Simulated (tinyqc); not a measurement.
Interlayer thickness: switching kinetics of a ferroelectric film and the memory window of a ferroelectric gate stack. Computed by tinyqc, a small Python program. Command: `OMP_NUM_THREADS=1 python tinyqc.py 3000067 3000068 out.jsonl feswitch walk`. One thread of a shared host (Intel(R) Xeon(R) Processor @ 2.30GHz), about 0.02 s of CPU time with the checks.

Fields in MV/cm; 1 microcoulomb/cm^2 over eps_0 is 11.29409 MV/cm. In the stack (metal, ferroelectric, interlayer, channel) the channel is taken as a conductor.

Inputs (values chosen for the exercise, for a model film):

| quantity | value | unit |
|---|---|---|
| saturation polarisation P_s | 35 | microcoulomb/cm^2 |
| ratio P_r/P_s | 0.77 | - |
| coercive field E_c | 1 | MV/cm |
| permittivity of the ferroelectric eps_F | 36 | - |
| thickness t_F | 23 | nm |
| permittivity of the interlayer eps_I | 5.5 | - |
| share s of P screened by trapped charge | 0.57 | - |
| pulse height V | 6.9 | V |
| breakdown field of the interlayer | 12 | MV/cm |

Method. Series stack: V = E_F t_F + E_I t_I and eps_I E_I = eps_F E_F + (1 - s) P/eps_0. E_I is for P = +P_s at the pulse height, the depolarising field for P = +P_r at V = 0; V needed puts E_F = 1.5 E_c after switching.

Stack against t_I:

| t_I (nm) | E_F after (MV/cm) | E_I (MV/cm) | depolarising field / E_c | V needed (V) |
|---|---|---|---|---|
| 0.3 | 2.3926 | 46.566 | 0.2860 | 4.672 |
| 0.5 | 2.0381 | 44.245 | 0.4529 | 5.486 |
| 0.8 | 1.5681 | 41.168 | 0.6742 | 6.708 |
| 1.2 | 1.0343 | 37.675 | 0.9255 | 8.337 |
| 1.6 | 0.5841 | 34.728 | 1.1375 | 9.966 |
| 2.0 | 0.1992 | 32.209 | 1.3187 | 11.595 |
| 3.0 | -0.5562 | 27.264 | 1.6744 | 15.667 |

Each nanometre of interlayer costs 4.07 V, against 0.15 V for a nanometre of ferroelectric. The depolarising field grows from 0.29 to 1.67 E_c. At E_F = 1.5 E_c the interlayer carries (1.5 eps_F E_c + (1 - s) P_s/eps_0)/eps_I = 40.7 MV/cm whatever its thickness, above its breakdown field of 12 MV/cm, so the voltages in the last column could not be applied without breakdown. Caution: rows with E_I above the breakdown field of the interlayer cannot be reached without charge injection. Caution: where E_F after switching is below E_c the switching stalls before P_s, and where the depolarising field exceeds E_c the state switches back, so those rows describe states that are not held.
